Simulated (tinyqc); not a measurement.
Inputs raised by 10 %, one at a time: valley-orbit splitting of a donor ground state, with strain. Computed by tinyqc, a small Python program. Command: `OMP_NUM_THREADS=1 python tinyqc.py 3007518 3007519 out.jsonl valleyorbit sens`. One thread of a shared host (Intel(R) Xeon(R) Processor @ 2.30GHz), about 0.01 s of CPU time with the checks.

The basis is the 1s envelope in each valley; energies are counted from the unstrained conduction-band edge. The strain is e_s (a a^T - 1/3) for the unit stress axis a, so valley j along n_j moves by Xi_u e_s w_j with w_j = (n_j.a)^2 - 1/3: +1/6 for x and y, -1/3 for z. The splitting at the zone boundary that a [110] shear adds for <100> valleys is left out.

Inputs (values chosen for the exercise, for a model many-valley semiconductor): single-valley binding energy E_0 = 32.8 meV; central-cell shift Lambda = 5.56 meV; coupling Delta_1 = 3.81 meV; coupling Delta_2 = 1.42 meV; shear deformation potential Xi_u = 8.78 eV; shear strain e_s = -0.0018; temperature T = 200 K; donor density N_D = 1.1e+16 cm^-3; density-of-states mass of one valley m_e = 0.32 m_0.

Valleys: six along <100>. Stress axis: [110].

Constants: k_B = 8.617333262e-05 eV/K; m_0 = 9.1093837015e-31 kg; k_B = 1.380649e-23 J/K; h = 6.62607015e-34 J s.

Method:
- H_jj = -(E_0 + Lambda) + Xi_u e_s w_j; H_jk = -Delta_2 between opposite valleys and -Delta_1 between perpendicular ones.
- Diagonalise H; the ground vector has positive components. The density at the nucleus, and so the contact hyperfine coupling, scales as (sum_j c_j)^2/(number of valleys), which is 1 without strain; the envelopes are held fixed.
- The binding energy is counted from the lowest valley edge, min_j Xi_u e_s w_j; the gap is from the ground state to the next level.
- z = sum over levels of exp(-(E - E_ground)/k_B T), the ground-state share being 1/z; N_c = 2 (2 pi m_e k_B T/h^2)^(3/2) sum_j exp(-(shift_j - lowest shift)/k_B T); n1 = N_c/(2 z) exp(-binding/k_B T), binding = lowest shift - E_ground; without compensation n = 2 N_D/(1 + sqrt(1 + 4 N_D/n1)) (Boltzmann statistics; p and higher states left out).

Runs; columns: (1) input moved; (2) from; (3) to; (4) binding energy under strain (meV); (5) gap to the first excited state (meV); (6) hyperfine ratio A/A_0; (7) free electrons n (cm^-3):
```
(1)                                         (2)       (3)     (4)     (5)      (6)         (7)
base run                                      -         -  52.919  15.979  0.97993  1.0131e+16
single-valley binding energy E_0 (meV)     32.8     36.08  56.199  15.979  0.97993  9.9804e+15
central-cell shift Lambda (meV)            5.56     6.116  53.475  15.979  0.97993  1.0107e+16
coupling Delta_1 (meV)                     3.81     4.191  54.401  17.461  0.98293  1.0112e+16
coupling Delta_2 (meV)                     1.42     1.562  53.061  16.263  0.97993  1.0130e+16
shear deformation potential Xi_u (eV)      8.78     9.658  52.759  15.819  0.97647  1.0132e+16
temperature T (K)                           200       220  52.919  15.979  0.97993  1.0370e+16
donor density N_D (cm^-3)               1.1e+16  1.21e+16  52.919  15.979  0.97993  1.1064e+16
```

Exponents ln(y'/y) / ln(x'/x):
```
input                             binding energy under strain  gap to the first excited state  hyperfine ratio A/A_0  free electrons n
single-valley binding energy E_0                        0.631                           0.000                  0.000            -0.158
central-cell shift Lambda                               0.110                           0.000                  0.000            -0.025
coupling Delta_1                                        0.290                           0.930                  0.032            -0.020
coupling Delta_2                                        0.028                           0.185                  0.000            -0.001
shear deformation potential Xi_u                       -0.032                          -0.106                 -0.037             0.000
temperature T                                           0.000                           0.000                  0.000             0.244
donor density N_D                                       0.000                           0.000                  0.000             0.924
```

Among the inputs moved here: binding energy under strain answers most in size to single-valley binding energy E_0 (exponent +0.631), next to coupling Delta_1 (+0.290); its exponent is below 0.0005 for temperature T, donor density N_D. gap to the first excited state answers most in size to coupling Delta_1 (exponent +0.930), next to coupling Delta_2 (+0.185); its exponent is below 0.0005 for single-valley binding energy E_0, central-cell shift Lambda, temperature T, donor density N_D. hyperfine ratio A/A_0 answers most in size to shear deformation potential Xi_u (exponent -0.037), next to coupling Delta_1 (+0.032); its exponent is below 0.0005 for single-valley binding energy E_0, central-cell shift Lambda, coupling Delta_2, temperature T, donor density N_D. free electrons n answers most in size to donor density N_D (exponent +0.924), next to temperature T (+0.244); its exponent is below 0.0005 for shear deformation potential Xi_u.

Caution (all rows): k_B T exceeds a third of E_0, so the p and higher states, left out, hold part of the bound electrons.
